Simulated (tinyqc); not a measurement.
## Resistance of a tapered via with liner, size effect and interface: via resistance against the diameter at the bottom

A round via whose diameter grows from db at the bottom as D(z) = db + 2 z/tan(ang). The fill, of diameter D - 2 tl, starts above the bottom liner (thickness fb tl) and has rho = rho0 (1 + ks lam/(D - 2 tl)); the sidewall liner conducts in parallel with it. The bottom liner and the interface are crossed over the full area pi db^2/4. Spreading in the lines above and below is left out.

Slices between z0 = fb tl and hv, evaluated at their midpoints: conductance per length pi/4 [(D - 2 tl)^2/rho + (D^2 - (D - 2 tl)^2)/rl], slice resistance = slice height over that. 2000 slices. R_fill = sum of the slices; R_bottom = rl fb tl/(pi db^2/4); R_interface = ri/(pi db^2/4); ballistic (Sharvin) limit 1/(Sb pi (db - 2 tl)^2/4); ideal cylinder rho0 hv/(pi db^2/4).

Inputs (values chosen for the exercise); fill metal close to tungsten:

| symbol | value | unit | meaning |
|---|---|---|---|
| hv | 180 | nm | height |
| ang | 86 | degrees | sidewall angle |
| rho0 | 5.35 | uohm cm | bulk resistivity of the fill |
| lam | 15.9 | nm | mean free path of the fill |
| ks | 1.1 |  | size-effect factor |
| tl | 3.7 | nm | liner on the sidewall |
| fb | 0.7 |  | liner at the bottom over that on the sidewall |
| rl | 470 | uohm cm | resistivity of the liner |
| ri | 2.5e-12 | ohm cm^2 | interface resistivity at the bottom |
| Sb | 9.1e14 | S/m^2 | ballistic conductance per area, about 3/(4 rho0 lam) |

Result of one run:
```
R_fill (ohm)	R_bottom (ohm)	R_interface (ohm)	R (ohm)	ballistic limit (ohm)	R over ideal cylinder	largest part
17.06	17.22	0.3537	34.63	2.739	2.542	bottom liner
```

Which diameter at the bottom db gave this result: 22, 30, 42 or 80 nm?

db = 30 nm.

The whole series:
```
db (nm)	R_fill (ohm)	R_bottom (ohm)	R_interface (ohm)	R (ohm)	ballistic limit (ohm)	R over ideal cylinder	largest part
11	313.4	128.1	2.631	444.1	108.0	4.383	fill
16	85.78	60.54	1.243	147.6	18.92	3.081	fill
22	36.00	32.02	0.6577	68.68	6.564	2.711	fill
30	17.06	17.22	0.3537	34.63	2.739	2.542	bottom liner
42	8.028	8.786	0.1804	16.99	1.169	2.445	bottom liner
58	4.012	4.607	0.09462	8.714	0.5465	2.391	bottom liner
80	2.043	2.422	0.04974	4.515	0.2655	2.357	bottom liner
```

R falls from 444 to 4.51 ohm. The fill is the largest part at db = 11, the bottom liner from 30 on. R goes as db^(-2.94) between the first two rows and db^(-2.04) between the last two; area alone gives -2.

tinyqc, about 0.01 s, one thread, Intel Xeon 2.30GHz (shared host): `OMP_NUM_THREADS=1 python tinyqc.py 2750133 2750134 out.jsonl`
